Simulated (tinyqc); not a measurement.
Width of the well: optical transitions of a finite quantum well.

Each carrier sees a square well of width L with its own depth V and masses m (inside), mb (outside); c = hbar^2/2m0, k = sqrt(m E/c), kappa = sqrt(mb (V - E)/c), and level n solves k L + 2 atan[(k/m)/(kappa/mb)] = n pi. The envelope is cos(kz) for odd n and sin(kz) for even n inside, joins exp(-kappa (|z| - L/2)) outside, and is normalised to 1. Excitons and band mixing are left out.

Constants: hbar^2/2m0 = 3.80998211 eV angstrom^2; hc = 1239.841984 eV nm.

Values chosen for the exercise (near those of a GaAs well in AlGaAs; shifted at random, so the results belong to these values and not to a real crystal):

| symbol | value | unit | meaning |
|---|---|---|---|
| Eg | 1.495 | eV | gap of the well |
| Vc | 0.251 | eV | conduction offset |
| Vv | 0.138 | eV | valence offset |
| me | 0.0687 | m0 | electron, well |
| meb | 0.0927 | m0 | electron, barrier |
| mh | 0.339 | m0 | heavy hole along z, well |
| mhb | 0.403 | m0 | heavy hole, barrier |
| ml | 0.088 | m0 | light hole along z, well |
| mlb | 0.1089 | m0 | light hole, barrier |
| Ls | (30, 43, 51, 59, 86, 101, 136) | angstrom | widths |

Edge wavelength hc/(Eg + e1 + hh1), squared e1-hh1 overlap, lh1 - hh1, and the 1-2 intersubband energy with f_12 = (m1/c) E12 z_12^2, 1/m1 = <1|1/m|1> (dash: e2 unbound).

Results:

| L (angstrom) | edge (nm) | overlap^2 | lh1 - hh1 (meV) | E12 (meV) | f_12 |
|---|---|---|---|---|---|
| 30 | 745.3 | 0.9445 | 37.2 | - | - |
| 43 | 769.3 | 0.9630 | 32.0 | - | - |
| 51 | 779.5 | 0.9699 | 28.4 | 172.1 | 0.654 |
| 59 | 787.4 | 0.9750 | 25.1 | 160.8 | 0.924 |
| 86 | 803.8 | 0.9849 | 16.9 | 108.1 | 0.983 |
| 101 | 809.1 | 0.9880 | 13.9 | 87.0 | 0.978 |
| 136 | 816.6 | 0.9923 | 9.3 | 55.8 | 0.970 |

The edge tunes from 745 to 817 nm, towards hc/Eg = 829 nm, while the overlap goes from 0.945 to 0.992. e2 binds at L = pi sqrt(c/(me Vc)) = 46.7 angstrom; f_12 starts from zero there and is 0.654 at 51 angstrom, the rest going to the continuum; among the widths listed it peaks at 0.983 (86 angstrom) and is 0.970 in the widest well, against 0.961 for hard walls.

Program tinyqc; command `OMP_NUM_THREADS=1 python tinyqc.py 1251446 1251447 out.jsonl`; about 0.04 s on one thread of a shared Intel(R) Xeon(R) Processor @ 2.30GHz.
